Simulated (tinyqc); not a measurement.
Six-band k.p model of the valence band of a wurtzite crystal: sweeps and comparisons. A value that a table varies takes the place of the one given here.

At k = 0: E1 = D1c + D2c + Te + Le (pure HH); E2, E3 = Le + u +/- sqrt(u^2 + 2 D3c^2), u = (D1c - D2c + Te)/2, D1c = Dcr, D2c = D3c = Dso/3. The weight of LH in state 2 is fL = (E2 - Le)^2/((E2 - Le)^2 + 2 D3c^2). Relative strengths of transitions to the conduction band: for E perpendicular to c (TE) 1/2, fL/2, (1 - fL)/2; for E along c (TM) 0, 1 - fL, fL, with one momentum element for both directions.

Strain of a c-plane layer: exx = eyy = e_par, ezz = -2 (C13/C33) e_par; Le = D1 ezz + D2 (exx + eyy), Te = D3 ezz + D4 (exx + eyy).

Conduction edge: Ec = (top of the unstrained valence band) + Eg + (a1 + D1) ezz + (a2 + D2)(exx + eyy).
Constants: kB = 8.617333262e-05 eV/K.

Values chosen for the exercise (of the order of those of hexagonal CdSe; not measured data):
```
symbol  value    unit  meaning
Dcr     0.0398   eV    crystal-field splitting
Dso     0.3999   eV    spin-orbit splitting
Eg      1.84     eV    direct gap at Gamma from the top of the unstrained valence band
a1      -0.8     eV    gap potential along c
a2      -3.54    eV    gap potential in the plane
D1      -0.96    eV
D2      1        eV
D3      4.07     eV
D4      -2.11    eV
C13     40       GPa
C33     82       GPa
T       300      K     temperature
e_par   -0.0102        exx = eyy of a c-plane layer
```

## Strain and the order of the valence edges

Edges from the unstrained top. Degree of polarisation (TE - TM)/(TE + TM), each state weighted by exp(E/kT) alone (equal densities of states).

Results:
```
e_par (%)  E1 (meV)  E2 (meV)  E3 (meV)     fL  lowest transition (eV)  polarisation
-1.20          63.0     -17.4    -394.5  0.506                  1.8173         0.918
-0.90          47.3     -20.6    -398.2  0.474                  1.8230         0.863
-0.60          31.5     -23.1    -402.7  0.442                  1.8287         0.773
-0.30          15.8     -24.7    -408.0  0.410                  1.8343         0.630
0.00            0.0     -25.6    -414.1  0.380                  1.8400         0.425
0.30          -15.8     -25.8    -420.9  0.351                  1.8457         0.168
0.60          -31.5     -25.2    -428.4  0.323                  1.8451        -0.100
0.90          -47.3     -24.1    -436.5  0.297                  1.8338        -0.332
1.20          -63.0     -22.3    -445.3  0.273                  1.8219        -0.504
```

E1 = E2 requires Dcr + Te = 0, which here falls at e_par = 0.49 %, inside the sweep: state 1 is on top for smaller e_par and state 2 beyond. The polarisation goes from +0.92 to -0.50 and changes sign between 0.30 and 0.60 %; the lowest transition moves by +2 meV per 1 % on average, not monotonically: it peaks at e_par = 0.30 % among these rows. The deformation potentials of this set are rough, and the small net slope can differ from measurement even in sign.

## Crystal field against spin-orbit coupling

No strain; Dcr is varied.

Results:
```
Dcr (meV)  Dcr/Dso  E1 (meV)  E2 (meV)  E3 (meV)  E1 - E2 (meV)  E1 - E3 (meV)     fL
-1066.4      -2.67    -933.1      28.9   -1228.6         -962.0          295.5  0.023
-533.2       -1.33    -399.9      49.6    -716.1         -449.5          316.2  0.065
-266.6       -0.67    -133.3      74.9    -474.8         -208.2          341.5  0.136
-133.3       -0.33       0.0      97.6    -364.2          -97.6          364.2  0.211
0.0           0.00     133.3     133.3    -266.6            0.0          399.9  0.333
133.3         0.33     266.6     188.5    -188.5           78.1          455.1  0.500
266.6         0.67     399.9     266.6    -133.3          133.3          533.2  0.667
533.2         1.33     666.5     474.8     -74.9          191.7          741.4  0.864
1066.4        2.67    1199.7     969.7     -36.6          230.0         1236.3  0.964
```

At Dcr = 0 the cubic pattern returns: E1 = E2, E3 lies Dso = 399.9 meV lower and fL = 0.333 (1/3). For large positive Dcr, E1 - E2 tends to 2 Dso/3 = 266.6 meV (last row 230.0) and state 2 turns LH-like; for negative Dcr state 2 rises to the top and turns CH-like (98 % in the first row). In every row the two splittings add up to Dcr + Dso and multiply to (2/3) Dcr Dso.

## What each parameter does

Splittings at k = 0 under the strain, fL and the lowest transition. Each row changes one parameter from the base and keeps the others.

Results:
```
case              E1 - E2 (meV)  E1 - E3 (meV)      fL  lowest transition (eV)
base                      73.04         450.20  0.4868                  1.8207
D4 = -2.532 eV            77.41         454.44  0.4982                  1.8121
Dso = 0.31992 eV          70.59         372.68  0.5277                  1.8207
D3 = 4.884 eV             77.16         454.19  0.4975                  1.8126
D2 = 1.2 eV               73.04         450.20  0.4868                  1.8207
a1 = -0.64 eV             73.04         450.20  0.4868                  1.8223
Dcr = 0.03184 eV          68.92         446.37  0.4763                  1.8207
C33 = 65.6 GPa            78.17         455.20  0.5002                  1.8086
e_par = -0.00816          64.28         442.25  0.4647                  1.8246
```

The largest shifts from the base row, up to three for each result and ties (the steps differ in size, so this ranks the rows, not the parameters). E1 - E2 (meV): e_par -8.76, C33 +5.13, D4 +4.37; unchanged at the printed digits by D2 and a1. E1 - E3 (meV): Dso -77.53, e_par -7.95, C33 +5.00; unchanged at the printed digits by D2 and a1. fL: Dso +0.0408, e_par -0.0221, C33 +0.0134; unchanged at the printed digits by D2 and a1. lowest transition (eV): C33 -0.0121, D4 -0.0086, D3 -0.0081; unchanged at the printed digits by Dso, D2 and Dcr. D1 and D2 shift all valence edges and the conduction edge alike, so they drop out of splittings and transitions.

Computed by tinyqc, a small Python program: `OMP_NUM_THREADS=1 python tinyqc.py 1051595 1051596 out.jsonl` (the numbers bound the seed that draws the inputs); one thread of a shared host (Intel(R) Xeon(R) Processor @ 2.30GHz), about 0.01 s for the whole set of steps.
